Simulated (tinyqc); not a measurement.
# Charge-trap memory cell: two studies

Channel, tunnel oxide, storage layer, blocking layer, gate. N electrons per area sit in a sheet at the centroid and shift the threshold by U = (q/eps0) N (tb/eb + xc tn/en). EOT = t1 + 3.9 (tn/en + tb/eb); tunnel field F = (Vg - U)/EOT; dN/dt = eta (J/q)(1 - N/Nm). Fowler-Nordheim: J = A F^2 exp(-B/F), A = q^2/(16 pi^2 hbar mo phi) (times 1e14 for A/cm^2 with F in V/nm, emitter mass m0), B = (4/3) sqrt(mo/C) phi^1.5, C = hbar^2/(2 m0).

Parameters, values chosen for the exercise; oxide values close to those of silicon dioxide, storage layer close to silicon nitride, blocking layer close to aluminium oxide:
```
symbol,value,unit,meaning
phi,3.11,eV,tunnel barrier
mo,0.46,m0,tunnelling mass
t1,5.2,nm,tunnel oxide (permittivity 3.9)
tn,7.6,nm,storage layer
en,7.2,,its relative permittivity
tb,14,nm,blocking layer
eb,9,,its relative permittivity
xc,0.44,,"charge centroid, share of tn counted from the blocking side"
eta,0.84,,capture efficiency of an empty layer
Nm,2.7e13,cm^-2,trap density
Vg,17.7,V,gate voltage less flat band and surface potential
```

Constants: q = 1.602176634e-19 C, hbar = 1.054571817e-34 J s, m0 = 9.1093837015e-31 kg, eps0 = 8.8541878128e-14 F/cm where lengths are in cm, hbar^2/(2 m0) = 0.0380998212 eV nm^2. Results are converted to the units shown.

Each table varies one quantity; the others keep the values above.

## Threshold shift against programming time

The rate equation is integrated from N = 0 to the digits shown; blocking field (3.9 F + q N/eps0)/eb.

Results:
```
t (s)       N/Nm   U (V)  F (V/nm)  blocking field (V/nm)
2.5e-6   0.01580  0.1560     1.140                 0.5028
1.2e-5   0.05522  0.5450     1.115                 0.5132
5.6e-5    0.1284   1.267     1.068                 0.5326
0.00026   0.2145   2.117     1.013                 0.5554
0.0012    0.2972   2.933    0.9599                 0.5773
0.0057    0.3742   3.693    0.9105                 0.5977
0.027     0.4437   4.379    0.8659                 0.6161
0.59      0.5631   5.557    0.7894                 0.6477
2.8       0.6155   6.074    0.7557                 0.6616
```

Estimate the missing row, t = 0.13 s.

Computed row:
```
t (s)    N/Nm  U (V)  F (V/nm)  blocking field (V/nm)
0.13   0.5073  5.007    0.8251                 0.6330
```

With this row back in the table: U rises from 0.156 to 6.07 V, by 0.765 V a decade at the end. In the last row the falling field has cut J by a factor of 2.38e5, and filling has cut the capture by 2.60. The blocking field reaches 6.62 MV/cm, where electrons may escape to the gate, which the model leaves out.

## Effect of the gate voltage

Same model as above.

After 1e-5 s.

Effect of the gate voltage:
```
Vg (V)      N/Nm    U (V)  F (V/nm)  blocking field (V/nm)
15.7    0.003258  0.03215     1.018                 0.4431
16.6     0.01299   0.1282     1.071                 0.4710
17.4     0.03548   0.3502     1.108                 0.4995
18.3     0.08285   0.8177     1.136                 0.5374
19.1      0.1412    1.394     1.151                 0.5754
20        0.2167    2.138     1.161                 0.6208
20.8      0.2873    2.835     1.168                 0.6620
21.7      0.3678    3.630     1.175                 0.7087
```

What does the table show?

U rises from 0.0322 to 3.63 V; the slope between neighbouring rows is at most 0.883 and 0.883 between the last two rows. The blocking field reaches 7.09 MV/cm, where electrons may escape to the gate, which the model leaves out.

Range of the model: The Fowler-Nordheim form needs F t1 above phi; trap-assisted paths and leakage through the blocking layer are left out.

Computed by the program tinyqc: `OMP_NUM_THREADS=1 python tinyqc.py 2130085 2130086 out.jsonl`, one thread of a shared Intel Xeon 2.30GHz, about 0.07 s for the whole run.
